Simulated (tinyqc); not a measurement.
Worked calculation: coherent transport through a tight-binding region between two chains. Computed by tinyqc, a small Python program that keeps every step. Settings: temperature = 300, mu = 0.09. Command: `OMP_NUM_THREADS=1 python tinyqc.py 24898 24899 out.jsonl` (the two numbers bound the seeds that draw the settings). One thread of a shared host (Intel(R) Xeon(R) Processor @ 2.60GHz), about 0.1 s of CPU time with the checks.

## Transmission at E = 0.44 eV

H of the central region (eV):
```
           1          2          3          4          5          6
1   0.000000  -2.450000   0.000000   0.000000   0.000000  -2.450000
2  -2.450000   0.000000  -2.450000   0.000000   0.000000   0.000000
3   0.000000  -2.450000   0.000000  -2.450000   0.000000   0.000000
4   0.000000   0.000000  -2.450000   0.000000  -2.450000   0.000000
5   0.000000   0.000000   0.000000  -2.450000   0.000000  -2.450000
6  -2.450000   0.000000   0.000000   0.000000  -2.450000   0.000000
```

Leads: semi-infinite chains with site energy 0:

| parameter | value |
|---|---|
| lead hopping t (eV) | 2.490000 |
| coupling to the left lead (eV) | 0.490000 |
| coupling to the right lead (eV) | 0.530000 |
| left contact site | 1 |
| right contact site | 2 |

E = 0.440000 eV

Surface Green function g = (E - i sqrt(4 t^2 - E^2)) / (2 t^2); self-energy tc^2 g on each contact site; G = (E - H - Sigma)^(-1); Gamma = -2 Im Sigma; T = Gamma_L Gamma_R |G_LR|^2; local density of states -Im G_ii / pi.

g = 0.035483-0.400036i 1/eV

G (1/eV):
```
                     1                    2                    3                    4
1  -0.056107-0.005206i   0.208831+0.002446i   0.019565-0.004801i  -0.212345-0.001584i
2   0.208831+0.002446i  -0.056173-0.004546i   0.208984+0.000928i   0.018642+0.004379i
3   0.019565-0.004801i   0.208984+0.000928i  -0.056204-0.004947i   0.209273-0.000040i
4  -0.212345-0.001584i   0.018642+0.004379i   0.209273-0.000040i  -0.056226-0.004372i
5   0.018571+0.005086i  -0.212331-0.001715i   0.018620+0.004954i   0.208987+0.000825i
6   0.209009+0.000670i   0.019491-0.004072i  -0.212617-0.000850i   0.018693+0.004224i

                     5                    6
1   0.018571+0.005086i   0.209009+0.000670i
2  -0.212331-0.001715i   0.019491-0.004072i
3   0.018620+0.004954i  -0.212617-0.000850i
4   0.208987+0.000825i   0.018693+0.004224i
5  -0.056152-0.005102i   0.209260+0.000091i
6   0.209260+0.000091i  -0.056275-0.004240i
```

local density of states (1/eV): 0.001657  0.001447  0.001575  0.001392  0.001624  0.001350

transmission = 0.001883

## Transmission across the band

The same steps on a grid of energies.

T(E):

| E (eV) | T |
|---|---|
| -4.73100000 | 0.002904 |
| -4.25790000 | 0.000517 |
| -3.78480000 | 0.000097 |
| -3.31170000 | 0.000041 |
| -2.83860000 | 0.003115 |
| -2.36550000 | 0.060967 |
| -1.89240000 | 0.005896 |
| -1.41930000 | 0.003010 |
| -0.94620000 | 0.002202 |
| -0.47310000 | 0.001895 |
| 0.00000000 | 0.001811 |
| 0.47310000 | 0.001895 |
| 0.94620000 | 0.002202 |
| 1.41930000 | 0.003010 |
| 1.89240000 | 0.005896 |
| 2.36550000 | 0.060967 |
| 2.83860000 | 0.003115 |
| 3.31170000 | 0.000041 |
| 3.78480000 | 0.000097 |
| 4.25790000 | 0.000517 |
| 4.73100000 | 0.002904 |

levels of the isolated region (eV): -4.900000  -2.450000  -2.450000  2.450000  2.450000  4.900000

## Current

I = (2e/h) int T(E) [f(E - mu - V/2) - f(E - mu + V/2)] dE at 300 K with mu = 0.09 eV, the bias not changing H; 2e^2/h = 77.48092 microsiemens; the integral runs over the band on 4001 points.

Current:

| V (volt) | I (microampere) |
|---|---|
| 0.010000 | 0.001406 |
| 0.050000 | 0.007029 |
| 0.100000 | 0.014060 |
| 0.200000 | 0.028134 |
| 0.400000 | 0.056381 |
| 0.800000 | 0.113687 |
